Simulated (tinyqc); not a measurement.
Inside a calculation. Model: anisotropic elasticity and sound waves of a cubic crystal. Computed by tinyqc, a small Python program that keeps every step. Command: `OMP_NUM_THREADS=1 python tinyqc.py 3024654 3024655 out.jsonl cubicelastic walk`. One thread of a shared host (Intel(R) Xeon(R) Processor @ 2.30GHz), about 0.01 s of CPU time with the checks. Intermediate numbers are printed to about 6 digits and carried at full precision; extremes and crossings named in words are read from the listed rows.

Voigt order 1..6 = xx, yy, zz, yz, xz, xy, with engineering shear strains. The rotated frame has x' as named, z' along the wafer normal and y' = z' x x'.

Inputs (values chosen for the exercise, modelled on silicon):

| quantity | value | unit |
|---|---|---|
| C11 | 165.7 | GPa |
| C12 | 64.62 | GPa |
| C44 | 80.25 | GPa |
| density rho | 2.309 | g/cm^3 |
| expansion coefficient of the film | 2.7 | ppm/K |
| expansion coefficient of the substrate | 0.55 | ppm/K |
| cooling Delta T | 200 | K |

Frame: (001) wafer, x' along [210].

wave normal (not normalised): 3  2.5  2.2

## Compliances and anisotropy

S11 = (C11 + C12)/D, S12 = -C12/D, D = (C11 - C12)(C11 + 2 C12), S44 = 1/C44. Zener ratio A = 2 C44/(C11 - C12); S0 = S11 - S12 - S44/2; H = 2 C44 + C12 - C11.

S11 = 7.72561 1/TPa

S12 = -2.16754 1/TPa

S44 = 12.4611 1/TPa

Zener ratio A = 1.58785

S0 = 3.66262 1/TPa

H = 59.42 GPa

## Stiffness in the rotated frame

direction cosines a (rows x', y', z' in the cube axes):
```
           x        y        z
x'   0.89443  0.44721  0.00000
y'  -0.44721  0.89443  0.00000
z'   0.00000  0.00000  1.00000
```

C'_ijkl = C12 delta_ij delta_kl + C44 (delta_ik delta_jl + delta_il delta_jk) - H sum_m a_im a_jm a_km a_lm.

C' (GPa), lower triangle (symmetric):
```
          1         2         3        4        5        6
1  184.7144
2   45.6056  184.7144
3   64.6200   64.6200  165.7000
4    0.0000    0.0000    0.0000  80.2500
5    0.0000    0.0000    0.0000   0.0000  80.2500
6   14.2608  -14.2608    0.0000   0.0000   0.0000  61.2356
```

Normal stress couples to shear strain in this frame.

## Moduli along the axes of the frame

Invert C' to S'. E along x' = 1/S'11, along y' = 1/S'22; Poisson ratios nu(x'y') = -S'12/S'11 and nu(x'z') = -S'13/S'11; in-plane shear modulus 1/S'66.

E along x' = 152.589 GPa

E along y' = 152.589 GPa

nu(x'y') = 0.151903

nu(x'z') = 0.330743

in-plane shear modulus = 58.3117 GPa

E is the same along x' and y'.

## Thermal stress in a film with this orientation

On cooling, a thick substrate imposes eps_1 = eps_2 = (alpha_film - alpha_substrate) Delta T and eps_6 = 0; the free surface sets sigma_3 = sigma_4 = sigma_5 = 0, which fixes eps_3, eps_4, eps_5. Biaxial modulus M = (sigma_1 + sigma_2)/(2 eps); energy density M eps^2. Elastic response and constant coefficients are assumed.

in-plane strain = 0.43 per mille

elastic strain along the normal = -0.335384 per mille

stress along x' = 77.3651 MPa

stress along y' = 77.3651 MPa

biaxial modulus M = 179.919 GPa

energy density = 0.0332670 MJ/m^3

The film ends in tension.

## Sound waves along the wave normal

In the cube axes, with unit normal n: G_ij = (C12 + C44) n_i n_j + (C44 - H n_i^2) delta_ij, eigenvalues rho v^2, eigenvectors u (columns, largest component positive). Group velocity V_i = [(C12 + C44)(u.n) u_i + C44 n_i - H u_i^2 n_i]/(rho v); its angle to n has cosine v/|V|.

Christoffel matrix (GPa):
```
         x        y        z
x  118.530   54.083   47.593
y   54.083  106.833   39.661
z   47.593   39.661  100.836
```

phase velocities (m/s): 4996.63  5280.02  9403.63

polarisations:
```
        slow       fast  longitudinal
x   0.748012  -0.161842      0.643650
y  -0.608113  -0.555608      0.567008
z  -0.265851   0.815541      0.514019
```

group speeds (m/s): 5057.39  5460.69  9412.53

angles between V and n (degree): 8.8898  14.7798  2.4907

Energy flows off the wave normal by up to 14.8 degrees, for the fast transverse wave.

## Polycrystal bounds against single-crystal directions

B = (C11 + 2 C12)/3; Voigt G = (C11 - C12 + 3 C44)/5; Reuss G = 5/(4 (S11 - S12) + 3 S44); Hill is their mean; E = 9BG/(3B + G), nu = (3B - 2G)/(6B + 2G). Along <hkl>, with g = 0, 1/4, 1/3: 1/E = S11 - 2 S0 g; for a film with that normal C33 = C11 + 2 H g and M = [6B - (3B - C33) - (3B - C33)^2/C33]/2.

bulk modulus B = 98.3133 GPa

Averages:

| average | G (GPa) | E (GPa) | nu |
|---|---|---|---|
| Voigt | 68.3660 | 166.503 | 0.217734 |
| Reuss | 64.9724 | 159.730 | 0.229216 |
| Hill | 66.6692 | 163.133 | 0.223448 |

Directions:

| direction | E (GPa) | biaxial modulus M (GPa) |
|---|---|---|
| <100> | 129.440 | 179.919 |
| <110> | 169.656 | 219.828 |
| <111> | 189.256 | 230.564 |

The bounds on G differ by 5.2 %, while E varies by a factor 1.46 with direction; with A above 1 the stiffest axis is <111>. Under a fixed mismatch strain, grains with a <100> normal store the least energy.

Checks made by the program: E along x' against 1/E = S11 - 2 S0 (l^2 m^2 + m^2 n^2 + n^2 l^2) (relative difference below 1e-10); closed form of M against the matrix solution (relative difference below 1e-10).
